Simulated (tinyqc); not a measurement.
# Floating body of a partially depleted SOI transistor: body voltage and kink, step by step

Numbers from tinyqc (`OMP_NUM_THREADS=1 python tinyqc.py 2182041 2182042 out.jsonl`; about 0.2 s on one thread of a shared Intel Xeon 2.30GHz). Printed values are rounded.

Source at 0 V. Channel current Ic = 2 nf K Vt^2 [F(0) - F(Vd)](1 + la Vd), F(V) = ln^2(1 + exp((Vg - VT - nf V)/(2 nf Vt))), VT = VT0 - gb Vb. Saturation voltage Vs = 2 Vt sqrt(F(0)) + 3 Vt, excess Ve = (Vd - Vs + sqrt((Vd - Vs)^2 + 0.0004 V^2))/2, multiplication M1 = Ai Ve exp(-Bl/Ve). Each junction passes D(v) = J1 (exp(v/Vt) - 1) + J2 (exp(v/(2 Vt)) - 1). Bipolar current Ib = bb J1 (exp(Vb/Vt) - 1). The body settles where M1 (Ic + Ib) = D(Vb) + D(Vb - Vd) + Vb/Rb; drain current Id = (1 + M1)(Ic + Ib) - D(Vb - Vd).

Parameters, values chosen for the exercise; values of the order met in partially depleted silicon-on-insulator transistors:
- T = 300 K (temperature)
- VT0 = 0.45 V (threshold at zero body voltage)
- gb = 0.28 (fall of the threshold per volt of body voltage)
- nf = 1.36 (slope factor)
- K = 560 uA/(V^2 um) (gain factor per width)
- la = 0.07 1/V (channel-length modulation factor)
- Ai = 2.34 1/V (impact-ionisation prefactor)
- Bl = 9 V (impact-ionisation voltage)
- J1 = 4.6e-12 uA/um (diffusion saturation current of each junction)
- J2 = 1.5e-9 uA/um (recombination saturation current of each junction)
- bb = 3 (gain of the lateral bipolar transistor on the diffusion current)
- Rb = 5000 kohm um (resistance of a weak body tie to the source (1e9 stands for no tie, and the term is then dropped))
- Vg = 0.98 V (gate voltage)
- Vd = 1.4 V (drain voltage)

Constants: q = 1.602176634e-19 C, kB = 1.380649e-23 J/K, Vt = kB T/q. Results are converted to the units shown.

Range of the model: The multiplication law is an empirical form chosen for the exercise; self-heating and capacitive coupling to the body are left out, and the linear laws are rough once Vb passes about 0.7 V or M1 about 0.1.

## Starting value

Vb = 0.03 V.

Vb at the start = 0.03 V

## Iteration 1: new Vb

Current into the body I_in = M1 (Ic + Ib) - D(Vb - Vd), current out I_out = D(Vb) + Vb/Rb; f = ln(I_in/I_out), s = df/dVb by central differences over 1e-5 V, Vb(new) = Vb - f/s.

Ic = 65.53679 uA/um
Ve = 0.9266451 V
M1 = 1.312391e-4
I_in = 0.008600991 uA/um
I_out = 0.006000001 uA/um
f = 0.3601178
s = -34.67247 1/V
Vb after iteration 1 = 0.04038627 V

## Iteration 2: new Vb

As before.

Ic = 66.24632 uA/um
Ve = 0.9245080 V
M1 = 1.280295e-4
I_in = 0.008481482 uA/um
I_out = 0.008077257 uA/um
f = 0.04883295
s = -26.11612 1/V
Vb after iteration 2 = 0.04225611 V

## Course of the iteration

Stop when the step is below 1e-10 V, or after 40 iterations.

Course of the iteration:
```
iteration  Vb before the step (V)  step (V)
1                            0.03    0.0104
2                      0.04038627   1.87e-3
3                      0.04225611   4.14e-5
4                      0.04229756   1.92e-8
5                      0.04229758  4.28e-15
```

Converged in 5 iterations.

## Drain current with floating and with grounded body

converged Vb = 0.04229758 V

Id and VT at the converged Vb, Id at Vb = 0, their ratio, and the bipolar share Ib/(Ic + Ib).

VT = 0.4381567 V
Id, floating = 66.38577 uA/um
Id, grounded = 63.51785 uA/um
ratio = 1.045151
bipolar share = 8.597441e-11 %

The body rises to 0.0423 V and lowers the threshold by 11.8 mV.
